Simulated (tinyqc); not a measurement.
# Delay unit and parasitic delay from two ring oscillators

Question. A ring of 31 inverters oscillates at 1/(2 x 31 d), with stage delay d = tau (h + p) for fan-out h. Find tau, p and the delay at fan-out 4.

frequencies of 31-stage ring oscillators with fan-out 1 and 4 (GHz): 1.0888063  0.51067907

Solution. d is a straight line in h with slope tau and intercept tau p.

tau = 5.590 ps
p = 1.650
delay at fan-out 4 = 31.58 ps

Numbers from tinyqc (`OMP_NUM_THREADS=1 python tinyqc.py 2082024 2082025 out.jsonl`; about 0.01 s on one thread of a shared Intel Xeon 2.30GHz).
